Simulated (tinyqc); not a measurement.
Inside a calculation. Model: band bending at a free surface with a continuum of surface states, surface photovoltage and Kelvin probe.

tinyqc, about 0.01 s, one thread, Intel Xeon 2.30GHz (shared host): `OMP_NUM_THREADS=1 python tinyqc.py 2430020 2430021 out.jsonl` Printed values are rounded.

n-type bulk, xi = Ec - EF = Vt ln(Nc/Nd), p0 = ni^2/Nd, ni = sqrt(Nc Nv) exp(-Eg/(2 Vt)), Eg in volts. b is the upward band bending, u = b/Vt. Space charge per area, in units of q: Qc = sign(b) sqrt((2 eps0 eps_r Vt/q) [(Nd + dn)(exp(-u) - 1) + Nd u + (p0 + dn)(exp(u) - 1)]), with dn the excess density under light (flat quasi-Fermi levels; 0 in the dark). The states hold -Ds (E0 - xi - b): negative while the Fermi level lies above the neutrality level. Neutrality: Qc + Qf + (charge of the states) = 0.

Values chosen for this exercise; band and dielectric values close to those of silicon: temperature T = 300 K; band gap Eg = 1.1 eV; relative permittivity eps_r = 11.9; conduction-band density of states at T Nc = 2.82e19 cm^-3; valence-band density of states at T Nv = 2.67e19 cm^-3; electron affinity chi = 4.05 eV; donor density Nd = 3.4e16 cm^-3; fixed positive charge at the surface Qf = 0 cm^-2; work function of the probe tip pt = 4.72 eV; density of surface states Ds = 7.6e12 cm^-2 eV^-1; depth of their neutrality level below the conduction edge E0 = 0.59 eV; excess carrier density under light dn = 8.2e14 cm^-3.

Constants: q = 1.602176634e-19 C, kB = 1.380649e-23 J/K, Vt = kB T/q, eps0 = 8.8541878128e-14 F/cm where lengths are in cm. Results are converted to the units shown.

## Bulk quantities

xi, ni, p0, the Debye length sqrt(eps0 eps_r Vt/(q Nd)) and the flat-band work function chi + xi.

xi = 0.173744 eV
ni = 1.58047e10 cm^-3
p0 = 7346.74 cm^-3
Debye length = 22.3615 nm
chi + xi = 4.22374 eV

## Iteration 1: band bending in the dark

b at the start = 0.33 V

Newton step: b(new) = b - (Qc + Qf - Ds (E0 - xi - b))/(dQc/db + Ds), dQc/db = (eps0 eps_r/q) [Nd (1 - exp(-u)) + p0 exp(u)]/Qc.

b after iteration 1 = 0.364942 V

## Iteration 2: band bending in the dark

As before.

b after iteration 2 = 0.365013 V

## Course of the iteration

Stop when b changes by less than 1e-10 V, or after 40 iterations.

Course of the iteration:

| iteration | b (V) | change (V) |
|---|---|---|
| 1 | 0.364942 | 0.0349 |
| 2 | 0.365013 | 7.04e-5 |
| 3 | 0.365013 | 2.57e-10 |
| 4 | 0.365013 | 0 |

Converged in 4 iterations.

## Work function and Kelvin-probe reading

converged b = 0.365013 V

Work function chi + xi + b; contact potential difference CPD = (work function of the sample) - pt. Depth of EF below Ec at the surface: xi + b. Depletion width Qc/Nd.

xi + b = 0.538757 eV
Qc = 3.89448e11 cm^-2
Qc/Nd = 114.544 nm
work function = 4.58876 eV
CPD = -131.243 mV

The Fermi level lies 51.2 meV above the neutrality level.

## Surface photovoltage

Under chopped light the surface charge keeps its dark value, so b falls to bL with Qc(bL, dn) = Qc(b, 0); the photovoltage is b - bL. Qc rises with b, so bL follows by bisection.

bL = 0.151069 V
photovoltage = 213.944 mV
share of b removed = 58.6128 %
excess holes at the surface, dn exp(bL/Vt) = 2.82914e17 cm^-3
